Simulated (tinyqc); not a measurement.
# Worked calculation: deep-level transient spectroscopy

Numbers from tinyqc (`OMP_NUM_THREADS=1 python tinyqc.py 2050077 2050078 out.jsonl`; about 0.01 s on one thread of a shared Intel Xeon 2.30GHz). Printed values are rounded.

Schottky contact on an n-type layer with shallow donors Nd (all ionised) and a donor-like deep trap, neutral when filled and positive when empty; depletion approximation. Traps within lam of the depletion edge stay filled. A long pulse to Vp fills the traps beyond x1 = Wp - lam; back at Vr those between x1 and x2 = Wr - lam emit. A rate window reads S = C(t2) - C(t1).

Inputs (values chosen for the exercise); material values close to those of silicon:
```
symbol,value,unit,meaning
eps_r,11.7,,relative permittivity
Nc,2.82e19,cm^-3,conduction-band density of states at 300 K
vth,2.3e7,cm/s,thermal velocity at 300 K
Nd,4.1e16,cm^-3,shallow donor density
Vbi,0.51,V,built-in voltage
Et,0.34,eV,depth of the trap below the conduction edge
sn,9.7e-17,cm^2,capture cross-section
Nt,1.9e15,cm^-3,trap density
Vr,2.5,V,reverse bias
Vp,0,V,reverse bias during the filling pulse
t1,2,ms,first sampling time
t2,5,ms,second sampling time
T,201,K,temperature of the transient
```

Constants: q = 1.602176634e-19 C, kB = 1.380649e-23 J/K, eps0 = 8.8541878128e-14 F/cm where lengths are in cm. Results are converted to the units shown.

## Emission rate and rate window

Emission rate en = sn vth(T) Nc(T) exp(-Et/kB T) = sn g T^2 exp(-Et/kB T), g = vth Nc/(300 K)^2, as vth goes as T^0.5 and Nc as T^1.5 (degeneracy factor 1). For an exponential transient S peaks where en = ew = ln(t2/t1)/(t2 - t1).

g = 7.206667e21 cm^-2 s^-1 K^-2
en = 84.31413 1/s
1/en = 11.86041 ms
ew = 305.4302 1/s

## Widths

lam = sqrt(2 eps0 eps_r (EF - ET)/(q Nd)), EF - ET = Et - (kB T/q) ln(Nc(T)/Nd), Nc(T) = Nc (T/300 K)^1.5. In the steady state at the band bending V, 2 eps0 eps_r V/q = Nd W^2 + Nt (W - lam)^2 (the second term only if W > lam). V = Vbi + Vr gives Wr and V = Vbi + Vp gives Wp; x1 = max(Wp - lam, 0).

lam = 86.50243 nm
Wr = 304.5235 nm
Wp = 126.5364 nm
x1 = 40.03392 nm
x2 = 218.0210 nm
G = (x2^2 - x1^2)/Wr^2 = 0.4952896

The rule Nt = 2 Nd |dC|/C assumes G = 1 and would understate Nt by a factor of about 1/G = 2.02 here (the limit of small Nt/Nd).

## The transient

t, sample 0 to 6 (ms): 0  1  2  3.5  5  10  25

W(t)^2 = Wr^2 + (Nt/Nd)(x2^2 - x1^2) exp(-en t), C = eps0 eps_r/W; for small Nt, dC/C = -(Nt/2 Nd) G exp(-en t) with G = (x2^2 - x1^2)/Wr^2. S = C(t2) - C(t1).

```
sample  C (nF/cm^2)  C - C(final) (pF/cm^2)
0          33.63459               -383.8082
1          33.66514               -353.2561
2          33.69330               -325.1007
3          33.73143               -286.9659
4          33.76514               -253.2539
5          33.85162               -166.7778
6          33.97106                -47.3344
```

S = 71.84687 pF/cm^2

## Step 1: peak temperature

T at the start = 300 K

Fixed-point step for en(T) = ew: T(new) = (Et q/kB)/ln(sn g T^2/ew), g = vth Nc/(300 K)^2.

T after step 1 = 206.1052 K

## Course of the iteration for the peak temperature

Start from 300 K; stop when T changes by less than 1e-8 K.

Course of the iteration:
```
step     T (K)  change (K)
1     206.1052        93.9
2     214.5185        8.41
3     213.5892       0.929
4     213.6897       0.100
5     213.6788      0.0109
6     213.6800     1.18e-3
7     213.6798     1.28e-4
8     213.6798     1.38e-5
9     213.6798     1.50e-6
10    213.6798     1.62e-7
11    213.6798     1.76e-8
12    213.6798     1.90e-9
```

Converged in 12 steps; each multiplies the error by -2 kB T/Et = -0.11.
